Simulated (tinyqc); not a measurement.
Inside a calculation. Model: IGBT as a p-i-n diode in series with a MOS channel, on-state and switching loss.

Computed by the program tinyqc: `OMP_NUM_THREADS=1 python tinyqc.py 2590130 2590131 out.jsonl`, one thread of a shared Intel Xeon 2.30GHz, about 0.01 s for the whole run. Printed values are rounded.

High injection (n = p) in a drift layer from x = -W/2 (anode) to +W/2 (cathode side), recombination only in the layer with lifetime tau, ideal emitters. The channel feeds the cathode side and carries the whole current. Auger recombination, carrier-carrier scattering, emitter losses and the carrier dip under the p body are left out.

Values chosen for this exercise; material values close to those of silicon:
- T = 300 K (temperature)
- Eg = 1.11 eV (band gap)
- Nc = 2.82e19 cm^-3 (conduction-band density of states at T)
- Nv = 2.7e19 cm^-3 (valence-band density of states at T)
- mn = 1400 cm^2/(V s) (electron mobility)
- mp = 480 cm^2/(V s) (hole mobility)
- W = 110 um (width of the drift layer)
- Nd = 7.2e13 cm^-3 (doping of the drift layer)
- tau = 0.4 us (high-injection lifetime)
- J = 250 A/cm^2 (current density)
- Rch = 0.8 mohm cm^2 (channel and accumulation resistance)
- Vdc = 600 V (link voltage)
- ks = 0.07 (turn-off energy per stored charge and link voltage)
- f = 10 kHz (switching frequency)

Constants: q = 1.602176634e-19 C, kB = 1.380649e-23 J/K, Vt = kB T/q. Results are converted to the units shown.

## Ambipolar length

b = mn/mp, B = (b - 1)/(b + 1), La = sqrt(2 Vt mn mp tau/(mn + mp)), y = W/(2 La).

b = 2.916667
B = 0.4893617
La = 27.18928 um
y = 2.022856

## Carrier profile

2 x/W, point 0 to 8: -1  -0.75  -0.5  -0.25  0  0.25  0.5  0.75  1

n(x) = (tau J/(2 q La))[cosh(x/La)/sinh y - B sinh(x/La)/cosh y]. x/La = (2 x/W) y.

n, point 0 to 8 (cm^-3): 1.731036e17  1.055320e17  6.553002e16  4.264734e16  3.090601e16  2.723869e16  3.068730e16  4.215278e16  6.463041e16

The density is 2.68 times higher at the anode than at the cathode side, since holes are the slower carriers; its smallest listed value is 378 times Nd.

## On-state voltage

n(x) = (tau J/(2 q La))[cosh(x/La)/sinh y - B sinh(x/La)/cosh y]. Vm = Vt [(8 b/(b + 1)^2)(sinh y/s) arctan(s sinh y) + B ln((1 + B tanh^2 y)/(1 - B tanh^2 y))], s = sqrt(1 - B^2 tanh^2 y); Vj = Vt ln(n(-W/2) n(W/2)/ni^2), ni = sqrt(Nc Nv) exp(-Eg/(2 Vt)), Eg in volts; Vc = J Rch; Von = Vm + Vj + Vc.

Vm = 0.2236130 V
Vj = 0.8223165 V
Vc = 0.2 V
Von = 1.245930 V

Vm does not depend on J, since the carrier density grows with it. Junctions, layer and channel take 66, 18 and 16 % of Von.

## Stored charge, losses and the unipolar alternative

Stored charge tau J, turn-off energy Eoff = ks tau J Vdc, loss at half duty 0.5 J Von + f Eoff. A unipolar device on the same layer has Vu = J (W/(q mn Nd) + Rch).

stored charge = 100 uC/cm^2
Eoff = 4.2 mJ/cm^2
conduction loss = 155.7412 W/cm^2
switching loss = 42 W/cm^2
Vu = 170.4793 V

Both losses would be equal at f = 37.1 kHz.
